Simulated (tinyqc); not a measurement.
UHF in the sto-6g basis, for BeH+, spin multiplicity 1, step by step. One step of it, computed by the program tinyqc.

Problem. Iteration 2: diagonalisation and new density. Diagonalise F' = X^T F X, C = X C', fill 2 alpha and 2 beta electrons from the bottom; D(s) = C_occ C_occ^T. Each column has its largest component positive (the first on a tie).

extrapolated F(alpha) (hartree), order 1Be 1s, 1Be 2s, 1Be 2px, 1Be 2py, 1Be 2pz, 2H 1s:
$$\begin{pmatrix}
-5.108541 & -1.376793 & 0.000004 & -0.000002 & 0.011516 & -0.528915 \\
-1.376793 & -0.828505 & -0.088430 & 0.036270 & -0.160366 & -0.623730 \\
0.000004 & -0.088430 & -0.173751 & 0.008932 & -0.070204 & -0.101986 \\
-0.000002 & 0.036270 & 0.008932 & -0.155637 & 0.028794 & 0.041830 \\
0.011516 & -0.160366 & -0.070204 & 0.028794 & -0.376020 & -0.495069 \\
-0.528915 & -0.623730 & -0.101986 & 0.041830 & -0.495069 & -0.650437
\end{pmatrix}$$

extrapolated F(beta) (hartree), order 1Be 1s, 1Be 2s, 1Be 2px, 1Be 2py, 1Be 2pz, 2H 1s:
$$\begin{pmatrix}
-5.108541 & -1.376793 & -0.000004 & 0.000002 & 0.011516 & -0.528915 \\
-1.376793 & -0.828505 & 0.088430 & -0.036270 & -0.160366 & -0.623730 \\
-0.000004 & 0.088430 & -0.173751 & 0.008932 & 0.070204 & 0.101986 \\
0.000002 & -0.036270 & 0.008932 & -0.155637 & -0.028794 & -0.041830 \\
0.011516 & -0.160366 & 0.070204 & -0.028794 & -0.376020 & -0.495069 \\
-0.528915 & -0.623730 & 0.101986 & -0.041830 & -0.495069 & -0.650437
\end{pmatrix}$$

X, order 1Be 1s, 1Be 2s, 1Be 2px, 1Be 2py, 1Be 2pz, 2H 1s:
$$\begin{pmatrix}
0.157690 & 0.815855 & 0.000000 & 0.000000 & 0.591351 & 0.180067 \\
-1.026577 & -0.589120 & 0.000000 & 0.000000 & 0.432608 & 0.379011 \\
0.000000 & 0.000000 & 0.625775 & 0.780004 & 0.000000 & 0.000000 \\
0.000000 & 0.000000 & 0.780004 & -0.625775 & 0.000000 & 0.000000 \\
-1.054175 & 0.463957 & 0.000000 & 0.000000 & -0.547902 & 0.348843 \\
1.443025 & -0.169323 & 0.000000 & 0.000000 & -0.157121 & 0.504795
\end{pmatrix}$$

Give: F' = X^T F X; orbital energies; coefficients C; F' = X^T F X; orbital energies; coefficients C; D(alpha) after iteration 2; D(beta) after iteration 2.

Solution.

F' = X^T F X (alpha) (hartree):
$$\begin{pmatrix}
0.4358 & -0.1733 & 0.0054 & 0.0183 & -0.0803 & -0.0493 \\
-0.1733 & -2.2681 & 0.0113 & 0.0381 & -2.1686 & -0.9043 \\
0.0054 & 0.0113 & -0.1540 & -0.0069 & 0.0050 & -0.0335 \\
0.0183 & 0.0381 & -0.0069 & -0.1754 & 0.0168 & -0.1135 \\
-0.0803 & -2.1686 & 0.0050 & 0.0168 & -2.6085 & -1.0398 \\
-0.0493 & -0.9043 & -0.0335 & -0.1135 & -1.0398 & -1.2342
\end{pmatrix}$$

orbital energies (alpha) (hartree): MO1 -5.1099, MO2 -0.7741, MO3 -0.2677, MO4 -0.1520, MO5 -0.1506, MO6 0.4499

coefficients C (alpha), order 1Be 1s, 1Be 2s, 1Be 2px, 1Be 2py, 1Be 2pz, 2H 1s:
$$\begin{pmatrix}
0.9954 & -0.1769 & -0.1936 & 0.0000 & 0.0480 & 0.1033 \\
0.0174 & 0.4556 & 0.7820 & 0.0000 & -0.1259 & -0.9468 \\
0.0003 & 0.1915 & 0.0636 & 0.3795 & 0.9026 & 0.0246 \\
-0.0001 & -0.0785 & -0.0261 & 0.9252 & -0.3702 & -0.0101 \\
-0.0017 & 0.3079 & -0.6328 & 0.0000 & 0.0098 & -1.1194 \\
-0.0002 & 0.5133 & -0.1862 & 0.0000 & -0.1350 & 1.4402
\end{pmatrix}$$

F' = X^T F X (beta) (hartree):
$$\begin{pmatrix}
0.4358 & -0.1733 & -0.0054 & -0.0183 & -0.0803 & -0.0493 \\
-0.1733 & -2.2681 & -0.0113 & -0.0381 & -2.1686 & -0.9043 \\
-0.0054 & -0.0113 & -0.1540 & -0.0069 & -0.0050 & 0.0335 \\
-0.0183 & -0.0381 & -0.0069 & -0.1754 & -0.0168 & 0.1135 \\
-0.0803 & -2.1686 & -0.0050 & -0.0168 & -2.6085 & -1.0398 \\
-0.0493 & -0.9043 & 0.0335 & 0.1135 & -1.0398 & -1.2342
\end{pmatrix}$$

orbital energies (beta) (hartree): MO1 -5.1099, MO2 -0.7741, MO3 -0.2677, MO4 -0.1520, MO5 -0.1506, MO6 0.4499

coefficients C (beta), order 1Be 1s, 1Be 2s, 1Be 2px, 1Be 2py, 1Be 2pz, 2H 1s:
$$\begin{pmatrix}
0.9954 & -0.1769 & -0.1936 & 0.0000 & -0.0480 & 0.1033 \\
0.0174 & 0.4556 & 0.7820 & 0.0000 & 0.1259 & -0.9468 \\
-0.0003 & -0.1915 & -0.0636 & 0.3795 & 0.9026 & -0.0246 \\
0.0001 & 0.0785 & 0.0261 & 0.9252 & -0.3702 & 0.0101 \\
-0.0017 & 0.3079 & -0.6328 & 0.0000 & -0.0098 & -1.1194 \\
-0.0002 & 0.5133 & -0.1862 & 0.0000 & 0.1350 & 1.4402
\end{pmatrix}$$

D(alpha) after iteration 2, order 1Be 1s, 1Be 2s, 1Be 2px, 1Be 2py, 1Be 2pz, 2H 1s:
$$\begin{pmatrix}
1.0222 & -0.0632 & -0.0336 & 0.0138 & -0.0562 & -0.0909 \\
-0.0632 & 0.2079 & 0.0873 & -0.0358 & 0.1403 & 0.2339 \\
-0.0336 & 0.0873 & 0.0367 & -0.0150 & 0.0590 & 0.0983 \\
0.0138 & -0.0358 & -0.0150 & 0.0062 & -0.0242 & -0.0403 \\
-0.0562 & 0.1403 & 0.0590 & -0.0242 & 0.0948 & 0.1581 \\
-0.0909 & 0.2339 & 0.0983 & -0.0403 & 0.1581 & 0.2635
\end{pmatrix}$$

D(beta) after iteration 2, order 1Be 1s, 1Be 2s, 1Be 2px, 1Be 2py, 1Be 2pz, 2H 1s:
$$\begin{pmatrix}
1.0222 & -0.0632 & 0.0336 & -0.0138 & -0.0562 & -0.0909 \\
-0.0632 & 0.2079 & -0.0873 & 0.0358 & 0.1403 & 0.2339 \\
0.0336 & -0.0873 & 0.0367 & -0.0150 & -0.0590 & -0.0983 \\
-0.0138 & 0.0358 & -0.0150 & 0.0062 & 0.0242 & 0.0403 \\
-0.0562 & 0.1403 & -0.0590 & 0.0242 & 0.0948 & 0.1581 \\
-0.0909 & 0.2339 & -0.0983 & 0.0403 & 0.1581 & 0.2635
\end{pmatrix}$$
